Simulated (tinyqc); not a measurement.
# Graded p-n junction, non-linear Poisson equation by Newton steps: effects of single changes

One dimension, p side on the left, n side on the right; net doping C = (Nd - Na)/2 + ((Nd + Na)/2) tanh(x/Lg). The potential psi is counted from the intrinsic level, and the quasi-Fermi potentials are flat: 0 for holes and -V for electrons, so n = ni exp((psi + V)/Vt) and p = ni exp(-psi/Vt) (Boltzmann statistics, full ionisation, no current). Under reverse bias this makes the minority densities vanishingly small everywhere; they play no part in the charge.

Inputs (values chosen for the exercise); band and dielectric values close to those of gallium phosphide: temperature T = 300 K; band gap Eg = 2.29 eV; relative permittivity eps_r = 11.3; conduction-band density of states at T Nc = 1.78e19 cm^-3; valence-band density of states at T Nv = 1.9e19 cm^-3; acceptor density of the p side Na = 1.6e15 cm^-3; donor density of the n side Nd = 5e15 cm^-3; bias of the p side against the n side V = -7.5 V; grading length Lg = 1000 nm.

Constants: q = 1.602176634e-19 C, kB = 1.380649e-23 J/K, Vt = kB T/q, eps0 = 8.8541878128e-14 F/cm where lengths are in cm. Results are converted to the units shown.

Each table varies one quantity; the others keep the values above.

## Capacitance and field against bias

The Poisson equation d/dx(eps0 eps_r dpsi/dx) = -q (p - n + C) is solved on a mesh of more than 1000 nodes that ends in neutral material (psi_p = -Vt ln(Na/ni), psi_n = Vt ln(Nd/ni) - V). C_j = q d/dV of the integral of p over x, from the linearised equation. ni = sqrt(Nc Nv) exp(-Eg/(2 Vt)), Eg in volts. Depletion approximation: Vbi = Vt ln(Na Nd/ni^2), W = sqrt(2 eps0 eps_r (Vbi - V)(1/Na + 1/Nd)/q), xp = W Nd/(Na + Nd), xn = W Na/(Na + Nd), peak field 2 (Vbi - V)/W, capacitance eps0 eps_r/W. The last column applies it to an abrupt Na-Nd junction.

Results:

| V (V) | peak \|E\| (kV/cm) | C_j (nF/cm^2) | 1/C_j^2 (cm^4/uF^2) | eps0 eps_r/C_j (nm) | abrupt depletion C (nF/cm^2) |
|---|---|---|---|---|---|
| 0 | 14.62 | 5.426 | 3.397e4 | 1844 | 7.274 |
| -0.67 | 18.03 | 4.801 | 4.338e4 | 2084 | 6.226 |
| -1.33 | 21.05 | 4.380 | 5.213e4 | 2284 | 5.539 |
| -2 | 23.87 | 4.060 | 6.068e4 | 2465 | 5.033 |
| -3.33 | 28.95 | 3.604 | 7.697e4 | 2776 | 4.337 |
| -4 | 31.30 | 3.431 | 8.494e4 | 2916 | 4.080 |
| -4.67 | 33.55 | 3.283 | 9.279e4 | 3048 | 3.864 |
| -5.33 | 35.67 | 3.155 | 1.004e5 | 3171 | 3.682 |
| -6 | 37.74 | 3.041 | 1.081e5 | 3290 | 3.521 |

Estimate the missing row, V = -2.67 V.

Computed row:

| V (V) | peak \|E\| (kV/cm) | C_j (nF/cm^2) | 1/C_j^2 (cm^4/uF^2) | eps0 eps_r/C_j (nm) | abrupt depletion C (nF/cm^2) |
|---|---|---|---|---|---|
| -2.67 | 26.50 | 3.808 | 6.898e4 | 2628 | 4.643 |

With this row back in the table: With V going from 0 to -6 V, C_j falls from 5.43 to 3.04 nF/cm^2 and the peak field rises from 14.6 to 37.7 kV/cm. The slope of 1/C_j^2, read as N = 2/(q eps0 eps_r |slope|), gives 8.89e14 cm^-3 between the first two rows and 1.09e15 cm^-3 between the last two, against Na Nd/(Na + Nd) = 1.21e15 cm^-3; it is not a straight line, so no single doping describes it. At the end C_j goes as (Vbi - V)^(-0.41) with Vbi = 1.84 V, and it is 14 % below the abrupt depletion formula (at the first row 25 % below it).

## Effect of the grading length

Same model as above.

The abrupt values quoted are those of these depletion formulas.

Results:

| Lg (nm) | peak \|E\| (kV/cm) | C_j (nF/cm^2) | eps0 eps_r/C_j (nm) |
|---|---|---|---|
| 120 | 56.7 | 3.22 | 3.10e3 |
| 250 | 53.6 | 3.19 | 3.14e3 |
| 350 | 51.5 | 3.15 | 3.18e3 |
| 500 | 48.7 | 3.08 | 3.25e3 |
| 710 | 45.6 | 2.97 | 3.37e3 |
| 1000 | 42.1 | 2.83 | 3.54e3 |

Estimate the missing row, Lg = 180 nm.

Computed row:

| Lg (nm) | peak \|E\| (kV/cm) | C_j (nF/cm^2) | eps0 eps_r/C_j (nm) |
|---|---|---|---|
| 180 | 55.2 | 3.21 | 3.12e3 |

With this row back in the table: As Lg grows from 120 to 1000 nm, the peak field falls from 56.7 to 42.1 kV/cm and C_j falls from 3.22 to 2.83 nF/cm^2. The abrupt depletion formulas give 60.2 kV/cm and W = 3100 nm; the first row's field is 5.8 % below that and the last row's 30 % below it. The same voltage drops over a longer distance, so the field falls.

tinyqc, about 0.07 s, one thread, Intel Xeon 2.30GHz (shared host): `OMP_NUM_THREADS=1 python tinyqc.py 2000109 2000110 out.jsonl`
